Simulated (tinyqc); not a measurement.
Oxide trap near a transistor channel: two-state multiphonon kinetics, telegraph noise and bias instability: one step, computed by the program tinyqc. Command: `OMP_NUM_THREADS=1 python tinyqc.py 3027332 3027333 out.jsonl oxidetrap walk`. One thread of a shared host (Intel(R) Xeon(R) Processor @ 2.30GHz), about 0.01 s of CPU time with the checks.

An n-channel device under positive gate bias. The trap is empty (state 1) or holds an electron (state 2); both states are parabolas of equal curvature, and the electron reservoir is taken at the Fermi level of the channel.

Task: Step height and noise. Charge-sheet step dV = e (t_ox - x)/(eps_ox eps_0 W L); Lorentzian spectrum S(f) = 4 dV^2 tau_0^2/((tau_c + tau_e)(1 + (2 pi f tau_0)^2)); corner 1/(2 pi tau_0); variance dV^2 f_2 (1 - f_2) = dV^2 tau_0/(tau_c + tau_e).

Inputs (values chosen for the exercise, with an insulator like Si3N4 on silicon):
```
quantity                         value  unit
insulator constant eps_ox         7.47     -
insulator thickness t_ox           4.6    nm
trap depth x from the interface    1.7    nm
temperature T                      450     K
channel width W                     26    nm
channel length L                    26    nm
frequency f                       2000    Hz
```

Parts treated: one trap.

tau_0 = 3.799372e-05 s

capture time tau_c = 4.269863e-05 s

emission time tau_e = 3.448054e-04 s

Constants: e = 1.602176634e-19 C; eps_0 = 8.8541878128e-12 F/m.

Give: threshold step dV; corner frequency; S(f); root-mean-square noise.

Result:

threshold step dV = 10.392 mV

corner frequency = 4189.0 Hz

S(f) = 1.3104e-09 V^2/Hz

root-mean-square noise = 3.2539 mV

f lies near the corner. Random dopants and current percolation, left out here, spread real steps around this value.
